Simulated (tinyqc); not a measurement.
Photoconductance decay in a wafer: bulk and surface recombination modes, and iron detection by pair splitting: one step, computed by the program tinyqc.

Both faces of the wafer have the same S; injection is low and all coefficients are constant. x runs from -W/2 to W/2.

Problem. Effective lifetime. Even modes cos(a x) obey b tan b = S W/(2 D) with b = a W/2, odd modes sin(a x) obey -b cot b = S W/(2 D); each decays at the rate 1/tau_b + D a^2. tau_eff is the decay time of the first mode. The surface time is 1/(D a^2) of that mode; shortcuts for it are W/(2 S), W^2/(pi^2 D) and their sum, whose error is sum/surface time - 1.

Inputs (values chosen for the exercise, modelled on p-type silicon):
```
quantity,value,unit
thickness W,300,micrometre
diffusivity D,26.6,cm^2/s
bulk lifetime tau_b without iron,2100,microsecond
surface recombination velocity S,5.2,cm/s
```

Give: tau_eff; surface time; W/(2 S); W^2/(pi^2 D); error of the sum; tau_eff/tau_b.

Solution.

tau_eff = 1215.8 microsecond

surface time = 2887.4 microsecond

W/(2 S) = 2884.6 microsecond

W^2/(pi^2 D) = 3.4282 microsecond

error of the sum = 0.021059 %

tau_eff/tau_b = 0.57894

The surfaces are slow against diffusion, so W/(2 S) is the larger part. tau_eff is only 0.58 of tau_b, so it understates the bulk lifetime.
